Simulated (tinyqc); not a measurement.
# Threshold spread from leakage statistics

Inverse problem. VT is Gaussian with standard deviation s and Ioff goes as exp(-VT/(n Vt)), so Ioff is log-normal: mean/median = exp(w^2/2) with w = s/(n Vt). Find w, s, the relative standard deviation sqrt(exp(w^2) - 1) and the share of devices that leak more than the mean, erfc(w/(2 sqrt(2)))/2.

Values chosen for this exercise:
```
symbol  value  unit              meaning
T         300     K          temperature
n        1.37        subthreshold factor
```

Constants: q = 1.602176634e-19 C, kB = 1.380649e-23 J/K, Vt = kB T/q. Results are converted to the units shown.

mean/median of the off current = 1.2380579

Solution. w = sqrt(2 ln(mean/median)); the mean lies w/2 standard deviations out in ln Ioff.

w = 0.654
s = 23.1 mV
relative standard deviation = 0.730
share above the mean = 37.2 %

Computed by the program tinyqc: `OMP_NUM_THREADS=1 python tinyqc.py 2090124 2090125 out.jsonl`, one thread of a shared Intel Xeon 2.30GHz, about 0.02 s for the whole run.
